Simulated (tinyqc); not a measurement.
Worked calculation: global model of a low-pressure process discharge: electron temperature, density, ion flux and ion energy. Computed by tinyqc, a small Python program that keeps every step. Command: `OMP_NUM_THREADS=1 python tinyqc.py 3112369 3112370 out.jsonl plasma walk`. One thread of a shared host (Intel(R) Xeon(R) Processor @ 2.30GHz), about 0.01 s of CPU time with the checks. Intermediate numbers are printed to about 6 digits and carried at full precision; extremes and crossings named in words are read from the listed rows.

Maxwellian electrons with temperature T_e in eV, one positive ion, no negative ions, uniform bulk density n; rate constants have the Arrhenius form.

Inputs (values chosen for the exercise, of the order of those of an inductive discharge in a simple atomic gas):

| quantity | value | unit |
|---|---|---|
| ion mass M | 28 | u |
| ionisation prefactor K0 | 2.5e-14 | m^3/s |
| ionisation energy E_iz | 13.8 | eV |
| excitation prefactor X0 | 1.6e-14 | m^3/s |
| excitation energy E_ex | 8.62 | eV |
| elastic rate constant K_el | 1.4e-13 | m^3/s |
| ion-neutral cross section | 1.1e-18 | m^2 |
| pressure p | 0.89 | Pa |
| gas temperature T_g | 600 | K |
| radius R | 14 | cm |
| height L | 20 | cm |
| absorbed power P | 2000 | W |
| bias power P_b | 26 | W |
| radius of the biased electrode | 5 | cm |
| bias frequency | 27 | MHz |
| mixing | 0.3 | - |

Constants: k_B = 1.380649e-23 J/K; e = 1.602176634e-19 C; u = 1.6605390666e-27 kg; m_0 = 9.1093837015e-31 kg; eps_0 = 8.8541878128e-12 F/m.

## Geometry factors

n_g = p/(k_B T_g); lambda_i = 1/(n_g sigma); h_L = 0.86/sqrt(3 + L/(2 lambda_i)), h_R = 0.8/sqrt(4 + R/lambda_i); A_eff = 2 pi R^2 h_L + 2 pi R L h_R; d_eff = pi R^2 L/A_eff.

gas density n_g = 1.07437e+20 1/m^3

ion mean free path = 0.846159 cm

h_L = 0.223410

h_R = 0.176495

A_eff = 585.637 cm^2

d_eff = 21.0285 cm

## A fixed-point cycle for T_e

Particle balance: K0 exp(-E_iz/T_e) n_g d_eff = u_B, u_B = sqrt(e T_e/M). Cycle: T_out = T sqrt(loss/creation) with loss/creation = u_B/(K0 exp(-E_iz/T) n_g d_eff); T -> T + mixing (T_out - T), kept between 0.3 and 60 eV, from 3 eV; stop at |T_out - T| < 1e-9 eV or after 60 steps.

Course:

| step | T (eV) | T_out (eV) | residual (eV) |
|---|---|---|---|
| 0 | 3.00000 | 2.25763 | -7.42368e-01 |
| 1 | 2.77729 | 2.46535 | -3.11944e-01 |
| 2 | 2.68371 | 2.57570 | -1.08008e-01 |
| 3 | 2.65130 | 2.61786 | -3.34405e-02 |
| 4 | 2.64127 | 2.63137 | -9.90192e-03 |
| 5 | 2.63830 | 2.63541 | -2.88975e-03 |
| 6 | 2.63743 | 2.63659 | -8.39659e-04 |
| ... | ... | ... | ... |
| 12 | 2.63708 | 2.63708 | -5.00239e-07 |
| 13 | 2.63708 | 2.63708 | -1.45090e-07 |
| 14 | 2.63708 | 2.63708 | -4.20820e-08 |
| 15 | 2.63708 | 2.63708 | -1.22055e-08 |
| 16 | 2.63708 | 2.63708 | -3.54009e-09 |
| 17 | 2.63708 | 2.63708 | -1.02677e-09 |
| 18 | 2.63708 | 2.63708 | -2.97805e-10 |

last residual = 2.97805e-10 eV

Converged in 19 steps.

## Electron temperature

Root found by bracketing.

T_e = 2.63708 eV

Bohm velocity u_B = 3014.49 m/s

K_iz = 1.33429e-16 m^3/s

## Energy per pair and density

E_c = E_iz + (X0 exp(-E_ex/T_e) E_ex + K_el (3 m_0/M) T_e)/K_iz; wall potential V_s = (T_e/2) ln(M/(2 pi m_0)); E_T = E_c + 2 T_e + T_e/2 + V_s; n = P/(e u_B A_eff E_T); ion current density J = e h_L n u_B; ionised share n/n_g.

collisional loss per pair E_c = 53.2967 eV

wall potential V_s = 11.8702 V

E_T = 71.7596 eV

plasma density n = 9.85367e+11 1/cm^3

ion current density J = 10.6322 mA/cm^2

ionised share = 0.00917155

Collisions take 74 % of the power and the walls the rest. T_e came from the particle balance alone; the power sets only n.

## Biased electrode

All bias power goes to ions: V_b = P_b/(J pi r^2). Debye length at the sheath edge lambda_D = sqrt(eps_0 T_e/(e h_L n)); Child-law sheath s = (sqrt2/3) lambda_D (2 V/T_e)^(3/4), V = V_b + V_s; ion transit time tau_i = 3 s sqrt(M/(2 e V)); collisions in the sheath s/lambda_i.

bias voltage V_b = 31.1358 V

lambda_D = 25.7295 micrometre

sheath width s = 0.165539 mm

ion transit time = 28.8464 ns

transit time over bias period = 0.778852

s/lambda_i = 0.0195636

The sheath is nearly free of collisions.

## Pressure series at fixed power

n_g = p/(k_B T_g), lambda_i = 1/(n_g sigma), K_iz = K0 exp(-E_iz/T_e), h_L = 0.86/sqrt(3 + L/(2 lambda_i)), h_R = 0.8/sqrt(4 + R/lambda_i), A_eff = 2 pi R^2 h_L + 2 pi R L h_R and d_eff = pi R^2 L/A_eff follow p. E_c = E_iz + (X0 exp(-E_ex/T_e) E_ex + K_el (3 m_0/M) T_e)/K_iz; E_T = E_c + (5/2) T_e + (T_e/2) ln(M/(2 pi m_0)); n = P/(e u_B A_eff E_T); J = e h_L n u_B. Pressures without a root below 2 E_iz are left out.

Against pressure:

| p (Pa) | T_e (eV) | E_c (eV) | E_T (eV) | n (1/cm^3) | J (mA/cm^2) |
|---|---|---|---|---|---|
| 0.1 | 7.16762 | 25.181 | 75.363 | 3.05618e+11 | 10.0598 |
| 0.2 | 4.64434 | 30.659 | 63.176 | 5.18853e+11 | 12.0260 |
| 0.5 | 3.17435 | 42.089 | 64.314 | 8.07109e+11 | 11.8466 |
| 1.0 | 2.54904 | 56.084 | 73.930 | 1.01987e+12 | 10.3224 |
| 2.0 | 2.12390 | 77.489 | 92.359 | 1.20639e+12 | 8.2714 |
| 5.0 | 1.73769 | 124.128 | 136.294 | 1.38586e+12 | 5.6093 |
| 10.0 | 1.52737 | 181.919 | 192.612 | 1.46356e+12 | 3.9702 |
| 20.0 | 1.36276 | 271.890 | 281.431 | 1.49158e+12 | 2.7176 |

T_e falls from 7.17 to 1.36 eV, n changes by a factor 4.9 and J by 0.27; in J = P h_L/(A_eff E_T), E_T changes by a factor 3.73 and is least at 0.2 Pa, between wall losses at high T_e and excitation losses at low T_e.

Checks made by the program: cycle against bracketing (relative difference below 1e-10).
